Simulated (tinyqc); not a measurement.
What moves the results: round or elliptic silicon nanowire with anisotropic valleys (Ritz method). A value that a table varies takes the place of the one given here.

Wire along x = [110] on a (001) wafer, y = [-110], z = [001]. Valley groups (w = inverse masses): A, two valleys along z: w_y = 1/mt, w_z = 1/ml, m_x = mt; B, four valleys in the wafer plane: w_y = (1/ml + 1/mt)/2, w_z = 1/mt, m_x = (ml + mt)/2.

Hard wall on the ellipse (y/a)^2 + (z/b)^2 = 1, c = hbar^2/2m0. With u = y/a, v = z/b the operator is -c [(w_y/a^2) d2/du2 + (w_z/b^2) d2/dv2] on the unit disc. Basis (1 - u^2 - v^2) u^i v^j; S, X and Y are the disc integrals of f f', (df/du)(df'/du) and (df/dv)(df'/dv), from the integral of u^p v^q = 2 Gamma((p+1)/2) Gamma((q+1)/2)/((p + q + 2) Gamma((p+q+2)/2)) for even p, q; H = c (w_y X/a^2 + w_z Y/b^2).

Converged values use 21 functions of each parity class (e or o in u, then in v).

Constants: hbar^2/2m0 = 3.80998211 eV angstrom^2.

Values chosen for the exercise (near those of a Si nanowire; shifted at random, so the results belong to these values and not to a real crystal): ml = 0.923 m0 (longitudinal mass); mt = 0.187 m0 (transverse mass); a = 20 angstrom (semi-axis along y); b = 20 angstrom (semi-axis along z); asp = (0.4, 0.6, 0.8, 1, 1.3, 1.8, 2.5) (ratios a/b); area = 12.6 nm^2 (cross-section, kept fixed); hw = 2 (height over mean width).

## Size of the basis

Lowest level of each group with 1, 3, 6 and 21 even functions.

Levels (meV):
```
functions       A       B
1          183.77  244.69
3          174.19  235.48
6          174.02  235.43
21         174.02  235.43
```

One function errs by 5.6 % for A and 3.9 % for B, six by 0.0011 and 6.9e-05 meV. The error grows with the axis ratio of the stretched ellipse (2.22, 1.29); for a circle it is 6/5.783 - 1 = 3.7 %.

## Flattening the wire at fixed area

a = sqrt(area x ratio/pi), b = a/ratio, 1 nm^2 = 100 angstrom^2; lowest level of each group.

Levels (eV):
```
a/b  a (angstrom)  b (angstrom)       A       B
0.4          12.7          31.7  0.3530  0.2762
0.6          15.5          25.9  0.2509  0.2349
0.8          17.9          22.4  0.2015  0.2279
1.0          20.0          20.0  0.1736  0.2348
1.3          22.8          17.6  0.1505  0.2570
1.8          26.9          14.9  0.1350  0.3074
2.5          31.7          12.7  0.1331  0.3878
```

Each group is lowest where its stretched ellipse is a circle, at a/b = sqrt(w_y/w_z): 2.22 for A and 0.78 for B. The lowest group is B in the first row and A in the last, crossing between a/b = 0.6 and 0.8; B - A is -77 meV in the first row and +255 meV in the last.

## Shape of the cross-section

Equal area, hard walls, lowest level of -c (w_y d2/dy2 + w_z d2/dz2), c = hbar^2/2m0. Rectangle W x H with H/W = hw; ellipse with b/a = hw; trapezoid of height H, base W/0.8 and top 0.6 of the base; isosceles triangle of height H and base 2W. Ellipse, trapezoid and triangle by converged Ritz bases; 1 nm^2 = 100 angstrom^2.

Levels:
```
shape      A (eV)  B (eV)  B - A (meV)
rectangle  0.3354  0.2717        -63.6
ellipse    0.2914  0.2488        -42.6
trapezoid  0.3014  0.2733        -28.1
triangle   0.2041  0.2867         82.6
```

W = 25.1 angstrom
H = 50.2 angstrom

For group A the order is triangle, ellipse, trapezoid, rectangle, spanning 64 %. For group B the order is ellipse, rectangle, trapezoid, triangle, spanning 15 %. The ellipse lies below the rectangle for both groups, since corners hold little of the wave function. The triangle is lowest for A, whose light mass lies across the width and gains from the wide base. The spacing B - A of the valley groups runs from -64 to 83 meV.

## What each parameter does

Lowest level of groups A and B. Each row changes one parameter from the base and keeps the others.

Results:
```
case             A (eV)  B (eV)  B - A (meV)
base             0.1740  0.2354         61.4
a = 23 angstrom  0.1395  0.2133         73.8
b = 18 angstrom  0.1817  0.2694         87.7
ml = 1.034 m0    0.1704  0.2338         63.4
mt = 0.168 m0    0.1899  0.2603         70.4
```

The largest shifts from the base row, up to three for each result and ties (the steps differ in size, so this ranks the rows, not the parameters). A (eV): a -0.0345, mt +0.0159, b +0.0077. B (eV): b +0.0340, mt +0.0249, a -0.0221. B - A (meV): b +26.3, a +12.4, mt +9.0.

Computed by tinyqc, a small Python program: `OMP_NUM_THREADS=1 python tinyqc.py 1280309 1280310 out.jsonl` (the numbers bound the seed that draws the inputs); one thread of a shared host (Intel(R) Xeon(R) Processor @ 2.30GHz), about 0.03 s for the whole set of steps.
